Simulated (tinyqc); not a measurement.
Coherent transport through a tight-binding region between two chains, step by step. One step of it, computed by the program tinyqc.

Task: Transmission at E = -0.65 eV. Surface Green function g = (E - i sqrt(4 t^2 - E^2)) / (2 t^2); self-energy tc^2 g on each contact site; G = (E - H - Sigma)^(-1); Gamma = -2 Im Sigma; T = Gamma_L Gamma_R |G_LR|^2; local density of states -Im G_ii / pi.

H of the central region (eV):
```
,1,2,3,4,5,6
1,0.000000,-1.620000,0.000000,0.000000,0.000000,0.000000
2,-1.620000,0.000000,-1.930000,0.000000,0.000000,0.000000
3,0.000000,-1.930000,0.000000,-1.930000,0.000000,0.000000
4,0.000000,0.000000,-1.930000,0.000000,-0.720000,0.000000
5,0.000000,0.000000,0.000000,-0.720000,0.000000,-1.440000
6,0.000000,0.000000,0.000000,0.000000,-1.440000,0.000000
```

Leads: semi-infinite chains with site energy 0:
```
parameter,value
lead hopping t (eV),2.640000
coupling to the left lead (eV),1.480000
coupling to the right lead (eV),0.820000
left contact site,1
right contact site,6
```

E = -0.650000 eV

Give: g; G; local density of states; transmission.

Result:

g = -0.0466-0.3759i 1/eV

G (1/eV):
```
,1,2,3,4,5,6
1,0.5211-0.4690i,0.5552-0.4235i,-0.2505+0.2510i,-0.6395+0.5080i,0.0941-0.2143i,0.3622-0.3507i
2,0.5552-0.4235i,-0.0275-0.4254i,0.0429+0.2122i,0.0419+0.4969i,-0.0771-0.1203i,-0.0558-0.3027i
3,-0.2505+0.2510i,0.0429+0.2122i,0.2247-0.1392i,0.5509-0.2591i,-0.1049+0.1393i,-0.3228+0.1924i
4,-0.6395+0.5080i,0.0419+0.4969i,0.5509-0.2591i,0.1436-0.5841i,0.0418+0.1672i,-0.0530+0.3675i
5,0.0941-0.2143i,-0.0771-0.1203i,-0.1049+0.1393i,0.0418+0.1672i,0.3189-0.2226i,0.8175-0.1841i
6,0.3622-0.3507i,-0.0558-0.3027i,-0.3228+0.1924i,-0.0530+0.3675i,0.8175-0.1841i,0.3955-0.2668i
```

local density of states (1/eV): 0.1493  0.1354  0.0443  0.1859  0.0708  0.0849

transmission = 0.2116
